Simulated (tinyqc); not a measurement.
What each parameter does: round or elliptic silicon nanowire with anisotropic valleys (Ritz method).

Wire along x = [110] on a (001) wafer, y = [-110], z = [001]. Valley groups (w = inverse masses): A, two valleys along z: w_y = 1/mt, w_z = 1/ml, m_x = mt; B, four valleys in the wafer plane: w_y = (1/ml + 1/mt)/2, w_z = 1/mt, m_x = (ml + mt)/2.

Hard wall on the ellipse (y/a)^2 + (z/b)^2 = 1, c = hbar^2/2m0. With u = y/a, v = z/b the operator is -c [(w_y/a^2) d2/du2 + (w_z/b^2) d2/dv2] on the unit disc. Basis (1 - u^2 - v^2) u^i v^j; S, X and Y are the disc integrals of f f', (df/du)(df'/du) and (df/dv)(df'/dv), from the integral of u^p v^q = 2 Gamma((p+1)/2) Gamma((q+1)/2)/((p + q + 2) Gamma((p+q+2)/2)) for even p, q; H = c (w_y X/a^2 + w_z Y/b^2).

Converged values use 21 functions of each parity class (e or o in u, then in v).

Constants: hbar^2/2m0 = 3.80998211 eV angstrom^2.

Inputs chosen for the exercise (near those of a Si nanowire; shifted at random, so the results belong to these values and not to a real crystal):

| symbol | value | unit | meaning |
|---|---|---|---|
| ml | 0.905 | m0 | longitudinal mass |
| mt | 0.189 | m0 | transverse mass |
| a | 30 | angstrom | semi-axis along y |
| b | 30 | angstrom | semi-axis along z |

Lowest level of groups A and B.

Results for these values:

| case | A (eV) | B (eV) | B - A (meV) |
|---|---|---|---|
| base | 0.0770 | 0.1037 | 26.8 |

What happens to each result for mt = 0.208 m0, all else kept?

Answer: A falls from 0.0770 to 0.0713; B falls from 0.1037 to 0.0949; B - A falls from 26.8 to 23.6.

The same for each parameter in turn:

| case | A (eV) | B (eV) | B - A (meV) |
|---|---|---|---|
| base | 0.0770 | 0.1037 | 26.8 |
| a = 33 angstrom | 0.0662 | 0.0968 | 30.6 |
| b = 33 angstrom | 0.0743 | 0.0926 | 18.3 |
| ml = 1.014 m0 | 0.0753 | 0.1030 | 27.6 |
| mt = 0.208 m0 | 0.0713 | 0.0949 | 23.6 |

Run: tinyqc, `OMP_NUM_THREADS=1 python tinyqc.py 1281877 1281878 out.jsonl`; Intel(R) Xeon(R) Processor @ 2.30GHz, one thread, shared host; about 0.07 s of CPU time with all checks.
